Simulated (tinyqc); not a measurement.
Inside a calculation. Model: memristor with linear dopant drift, Joglekar window.

Program tinyqc, `OMP_NUM_THREADS=1 python tinyqc.py 2880120 2880121 out.jsonl`; Intel Xeon 2.30GHz, shared host, one thread, about 0.2 s. Printed values are rounded.

A film of thickness D has a doped share x: R = Ron x + Roff (1 - x), i = v/R, dx/dt = k i F with k = mv Ron/D^2 and F = 1 - (2 x - 1)^(2 p). The drive is v = V0 sin(2 pi f t). The model has no threshold and no heating.

Parameters, values chosen for the exercise: resistance of the fully doped film Ron = 500 ohm; resistance of the undoped film Roff = 20000 ohm; film thickness D = 15 nm; dopant mobility mv = 4e-14 m^2/(V s); doped share at t = 0 x0 = 0.36; amplitude V0 = 0.7 V; window exponent p = 1; frequency f = 10 Hz.

## Rate constant, charge and flux scales

k = mv Ron/D^2; R0 = R(x0); without a window the film fills (x = 1) after the charge (1 - x0)/k and the flux (R0^2 - Ron^2)/(2 k (Roff - Ron)); half a period supplies the flux V0/(pi f).

k = 88888.9 1/C
R0 = 12980 ohm
charge to fill = 7.2 uC
flux to fill = 0.0485280 V s
flux of half a period = 0.0222817 V s

Half a period supplies 45.9 % of the flux to fill.

## Step 1: one Runge-Kutta step

x at step 0 = 0.36
j = 0

Step h = 1/(12 f), from t = j h. With g(t, x) = dx/dt: k1 = g(t, x), k2 = g(t + h/2, x + h k1/2), k3 = g(t + h/2, x + h k2/2), k4 = g(t + h, x + h k3), x(new) = x + h (k1 + 2 k2 + 2 k3 + k4)/6.

k1..k4 (1/s): 0.00000  1.14343  1.15823  2.26682
x at step 1 = 0.369542

## Step 2: one Runge-Kutta step

j = 1

As before.

k1..k4 (1/s): 2.26616  3.28478  3.32066  4.21148
x at step 2 = 0.396887

## Step 3: one Runge-Kutta step

j = 2

As before.

k1..k4 (1/s): 4.20810  4.89490  4.92769  5.34592
x at step 3 = 0.437441

## One period

The 12 Runge-Kutta steps against a converged integration; i uses the converged x.

One period:
```
j     v (V)  x, coarse steps  x, converged  i (uA)
0    0.0000           0.3600        0.3600    0.00
1    0.3500           0.3695        0.3695   27.36
2    0.6062           0.3969        0.3969   49.44
3    0.7000           0.4374        0.4374   61.03
4    0.6062           0.4820        0.4820   57.18
5    0.3500           0.5173        0.5173   35.31
6    0.0000           0.5308        0.5308    0.00
7   -0.3500           0.5173        0.5173  -35.31
8   -0.6062           0.4820        0.4820  -57.18
9   -0.7000           0.4374        0.4374  -61.03
10  -0.6062           0.3969        0.3969  -49.44
11  -0.3500           0.3695        0.3695  -27.36
12   0.0000           0.3600        0.3600    0.00
```

The current vanishes with the voltage (pinched loop). At the same voltage, j = 2 and 4, it is 49.4 uA on the way up and 57.2 uA on the way down. x peaks at 0.5308 at half period and ends at 0.3600, its starting value: the state is a function of the flux alone. The coarse steps miss by at most 3.8e-6.
